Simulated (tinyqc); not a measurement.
# Two-diode model of a solar cell: what changes with what

J is the current delivered and Vj = V + J Rs the junction voltage. J = X JL - J01 (exp(Vj/(n1 Vt)) - 1) - J02 (exp(Vj/(2 Vt)) - 1) - Vj/Rp. The photocurrent does not depend on voltage.

Values chosen for this exercise; values of the order met in cells of silicon:

| symbol | value | unit | meaning |
|---|---|---|---|
| T | 348 | K | temperature |
| JL | 39.5 | mA/cm^2 | photocurrent at one sun |
| X | 0.3 | suns | concentration |
| J01 | 1.2e-10 | A/cm^2 | saturation current of the first diode |
| n1 | 1 |  | ideality factor of the first diode |
| Rs | 0.34 | ohm cm^2 | series resistance |
| Rp | 400 | ohm cm^2 | shunt resistance |
| Pin | 100 | mW/cm^2 | incident power at one sun |
| J02 | 5.4e-7 | A/cm^2 | saturation current of the second diode (ideality 2) |

Constants: q = 1.602176634e-19 C, kB = 1.380649e-23 J/K, Vt = kB T/q. Results are converted to the units shown.

Each table varies one quantity; the others keep the values above.

## Effect of the saturation current of the second diode (ideality 2)

Jsc at V = 0, Voc at J = 0, the maximum power point where J (1 + 2 Rs G) = G Vj with G = -dJ/dVj; FF = Vmp Jmp/(Voc Jsc); efficiency Vmp Jmp/(X Pin). Empirical fill factor without parasitics FF0 = (v - ln(v + 0.72))/(v + 1), v = Voc/(n1 Vt).

Results:
```
J02 (A/cm^2)  Jsc (mA/cm^2)  Voc (V)  Vmp (V)  Jmp (mA/cm^2)       FF  efficiency (%)      FF0
2e-8                 11.840  0.54781  0.45756         10.085  0.71143          15.381  0.79531
6e-8                 11.840  0.54675  0.45536         10.048  0.70683          15.252  0.79503
6e-7                 11.840  0.53262  0.42826         9.7579  0.66267          13.930  0.79123
2e-6                 11.840  0.50077  0.38353         9.5731  0.61925          12.239  0.78204
5e-6                 11.840  0.45713  0.33954         9.4702  0.59412          10.718  0.76789
2e-5                 11.839  0.37784  0.27072         9.2606  0.56046          8.3567  0.73608
5e-5                 11.836  0.32395  0.22608         9.0448  0.53330          6.8163  0.70817
```

Estimate the missing row, J02 = 2e-7 A/cm^2.

Computed row:
```
J02 (A/cm^2)  Jsc (mA/cm^2)  Voc (V)  Vmp (V)  Jmp (mA/cm^2)       FF  efficiency (%)      FF0
2e-7                 11.840  0.54304  0.44783         9.9414  0.69243          14.840  0.79405
```

With this row back in the table: As J02 goes from 2e-8 to 5e-5, Voc falls from 0.548 to 0.324 V, FF falls from 0.711 to 0.533 and the efficiency falls from 15.4 to 6.82 %. Voc changes by -135 mV a decade between the last two rows and -2.22 mV between the first two.

## Effect of the shunt resistance

Same model as above.

Effect of the shunt resistance:
```
Rp (ohm cm^2)  Jsc (mA/cm^2)  Voc (V)  Vmp (V)  Jmp (mA/cm^2)      FF  efficiency (%)     FF0
100                    11.81   0.5170   0.3942          7.415  0.4786           9.742  0.7868
300                    11.84   0.5326   0.4280          9.485  0.6441           13.53  0.7912
700                    11.84   0.5361   0.4345          10.16  0.6952           14.71  0.7922
2000                   11.85   0.5377   0.4373          10.50  0.7206           15.30  0.7926
5000                   11.85   0.5382   0.4381          10.61  0.7289           15.49  0.7928
10000                  11.85   0.5384   0.4384          10.65  0.7316           15.56  0.7928
40000                  11.85   0.5385   0.4386          10.67  0.7337           15.61  0.7928
1e5                    11.85   0.5385   0.4387          10.68  0.7341           15.62  0.7928
```

As Rp goes from 100 to 1e5, Voc rises from 0.517 to 0.539 V, FF rises from 0.479 to 0.734 and the efficiency rises from 9.74 to 15.6 %. Voc changes by 0.0628 mV a decade between the last two rows and 32.6 mV between the first two. For Rp = 100 the shunt carries over 0.3 of the photocurrent at open circuit, so it pulls Voc down and FF towards the 1/4 of a resistor.

tinyqc, about 0.01 s, one thread, Intel Xeon 2.30GHz (shared host): `OMP_NUM_THREADS=1 python tinyqc.py 2280009 2280010 out.jsonl`
